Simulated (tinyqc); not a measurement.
# Admittance spectroscopy of a deep trap: several studies

Schottky contact on an n-type layer with shallow donors Nd (all ionised) and a donor-like deep trap, neutral when filled and positive when empty; depletion approximation. Traps within lam of the depletion edge stay filled. The traps at xt = W - lam, where the level crosses the Fermi level, follow a slow signal and not a fast one. w = 2 pi f.

Values chosen for this exercise; material values those of a made-up semiconductor:

| symbol | value | unit | meaning |
|---|---|---|---|
| eps_r | 10.1 |  | relative permittivity |
| Nc | 2.06e18 | cm^-3 | conduction-band density of states at 300 K |
| vth | 2.3e7 | cm/s | thermal velocity at 300 K |
| Nd | 6e16 | cm^-3 | shallow donor density |
| Vbi | 1.05 | V | built-in voltage |
| Et | 0.28 | eV | depth of the trap below the conduction edge |
| sn | 1e-15 | cm^2 | capture cross-section |
| Nt | 1.7e16 | cm^-3 | trap density |
| Vr | 0 | V | reverse bias |
| T | 235 | K | temperature |

Constants: q = 1.602176634e-19 C, kB = 1.380649e-23 J/K, eps0 = 8.8541878128e-14 F/cm where lengths are in cm. Results are converted to the units shown.

Each table varies one quantity; the others keep the values above.

## Effect of the trap density

Emission rate en = sn vth(T) Nc(T) exp(-Et/kB T) = sn g T^2 exp(-Et/kB T), g = vth Nc/(300 K)^2, as vth goes as T^0.5 and Nc as T^1.5 (degeneracy factor 1). lam = sqrt(2 eps0 eps_r (EF - ET)/(q Nd)), EF - ET = Et - (kB T/q) ln(Nc(T)/Nd), Nc(T) = Nc (T/300 K)^1.5. In the steady state at the band bending V, 2 eps0 eps_r V/q = Nd W^2 + Nt (W - lam)^2 (the second term only if W > lam). V = Vbi + Vr. C_HF = eps0 eps_r/W, C_LF = eps0 eps_r (Nd + Nt)/(Nd W + Nt xt). Inflection frequency w0 = 2 en [1 + Nt xt/(Nd W)]; C = C_HF + (C_LF - C_HF)/(1 + (w/w0)^2), G/w = (C_LF - C_HF)(w/w0)/(1 + (w/w0)^2).

Results:

| Nt (cm^-3) | W (nm) | step (% of C_HF) | w0/(2 en) |
|---|---|---|---|
| 1.4e15 | 139.3 | 1.048 | 1.013 |
| 5.5e15 | 137.9 | 4.012 | 1.050 |
| 1.1e16 | 136.2 | 7.765 | 1.098 |
| 2.2e16 | 133.2 | 14.63 | 1.192 |
| 4.5e16 | 128.1 | 26.92 | 1.379 |
| 9e16 | 120.8 | 45.93 | 1.713 |
| 1.8e17 | 111.8 | 73.94 | 2.300 |

Estimate the missing row, Nt = 2.7e15 cm^-3.

Computed row:

| Nt (cm^-3) | W (nm) | step (% of C_HF) | w0/(2 en) |
|---|---|---|---|
| 2.7e15 | 138.8 | 2.005 | 1.024 |

With this row back in the table: The step rises from 1.05 to 73.9 %, as Nt^(0.99) between the first two rows and Nt^(0.69) between the last two, and w0/(2 en) rises from 1.01 to 2.30: for Nt near Nd the rule w0 = 2 en overstates the cross-section by that factor.

## Admittance against frequency

Same model as above.

V = Vbi + Vr.

Result of one run:

| f (Hz) | C (nF/cm^2) | G/w (nF/cm^2) |
|---|---|---|
| 1.8e5 | 66.496 | 0.44944 |

What becomes of these results when the signal frequency f is changed from 1.8e5 to 79000 Hz, all else the same?

Result of the changed run:

| f (Hz) | C (nF/cm^2) | G/w (nF/cm^2) |
|---|---|---|
| 79000 | 66.604 | 1.0096 |

The whole series:

| f (Hz) | C (nF/cm^2) | G/w (nF/cm^2) |
|---|---|---|
| 320 | 74.177 | 0.23436 |
| 700 | 74.150 | 0.51087 |
| 1500 | 74.030 | 1.0777 |
| 3400 | 73.455 | 2.2567 |
| 7400 | 71.632 | 3.6296 |
| 16000 | 68.799 | 3.5415 |
| 36000 | 67.077 | 2.0774 |
| 79000 | 66.604 | 1.0096 |
| 1.8e5 | 66.496 | 0.44944 |
| 3.9e5 | 66.476 | 0.20799 |

C falls from 74.2 to 66.5 nF/cm^2, between C_LF = 74.2 and C_HF = 66.5, and G/w goes from 0.234 through a maximum of 3.63 (at f = 7400 Hz among the rows listed) to 0.208 nF/cm^2. The exact peak is half of the step, 3.86 nF/cm^2, at 10500 Hz.

## Effect of the bias

Same model as above.

V = Vbi + Vr.

Effect of the bias:

| Vr (V) | W (nm) | xt/W | C_HF (nF/cm^2) | step (nF/cm^2) | step (% of C_HF) |
|---|---|---|---|---|---|
| 0 | 134.5 | 0.5290 | 66.47 | 7.714 | 11.61 |
| 0.9 | 180.1 | 0.6481 | 49.66 | 4.184 | 8.424 |
| 1.7 | 211.9 | 0.7010 | 42.20 | 2.983 | 7.068 |
| 2.6 | 242.5 | 0.7387 | 36.87 | 2.257 | 6.122 |
| 3.4 | 266.6 | 0.7623 | 33.54 | 1.857 | 5.538 |
| 4.3 | 291.2 | 0.7824 | 30.70 | 1.549 | 5.046 |
| 5.1 | 311.4 | 0.7965 | 28.72 | 1.351 | 4.703 |
| 6 | 332.6 | 0.8095 | 26.89 | 1.181 | 4.391 |

What does the table show?

xt/W rises from 0.529 to 0.809 since lam stays at 63.4 nm, and the relative step falls from 11.6 to 4.39 %: the nearer xt lies to W in proportion, the less the traps add.

Computed by the program tinyqc: `OMP_NUM_THREADS=1 python tinyqc.py 2050099 2050100 out.jsonl`, one thread of a shared Intel Xeon 2.30GHz, about 0.01 s for the whole run.
